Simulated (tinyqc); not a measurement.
Ways to converge the cycle: SCF convergence aids in the 3-21g basis, for H2+, spin multiplicity 2. Computed by the program tinyqc with PySCF. UHF with one setting changed at a time; a run stops when the energy changes by less than 1e-09 hartree and the error matrix is below 1e-5. The start is the Wolfsberg-Helmholz matrix. Damping d keeps d of the old density; a shift (hartree) raises the virtual levels; DIIS n extrapolates F over n matrices.

Geometry (angstrom):
```
atom       x       y       z
H     0.0000  0.0000  0.0000
H     0.0000  0.0000  1.0770
```

lowest solution found by these runs and by PySCF with stability checks = -0.583084 hartree

Largest element of the error matrix X^T (FDS - SDF) X:
```
iteration    plain  damping 0.3  damping 0.6  shift 0.4   DIIS 3   DIIS 8
1          1.2e-01      1.2e-01      1.2e-01    1.2e-01  1.2e-01  1.2e-01
2          3.0e-02      5.7e-02      8.3e-02    4.8e-02  3.0e-02  3.0e-02
3          7.8e-03      2.7e-02      5.8e-02    1.9e-02  3.4e-16  3.4e-16
4          2.0e-03      1.3e-02      4.1e-02    7.6e-03  2.1e-16  2.1e-16
5          5.1e-04      6.2e-03      2.9e-02    3.0e-03        -        -
6          1.3e-04      3.0e-03      2.0e-02    1.2e-03        -        -
8          8.5e-06      6.9e-04      1.0e-02    1.9e-04        -        -
10               -      1.6e-04      4.9e-03    3.1e-05        -        -
14               -      8.3e-06      1.2e-03          -        -        -
20               -            -      1.4e-04          -        -        -
30               -            -      4.2e-06          -        -        -
```

How each run ends:
```
run          iterations  E (hartree)         state
plain                 9     -0.58308  lowest found
damping 0.3          18     -0.58308  lowest found
damping 0.6          36     -0.58308  lowest found
shift 0.4            12     -0.58308  lowest found
DIIS 3                4     -0.58308  lowest found
DIIS 8                4     -0.58308  lowest found
```

What does the comparison show, and why?

6 of 6 runs reach the lowest solution found, in 4 to 36 iterations (fastest: DIIS 3, DIIS 8). Plain steps already contract here, so damping only slows them. DIIS 3 and DIIS 8 gain by cancelling the error over several earlier matrices, much as a quasi-Newton step does.
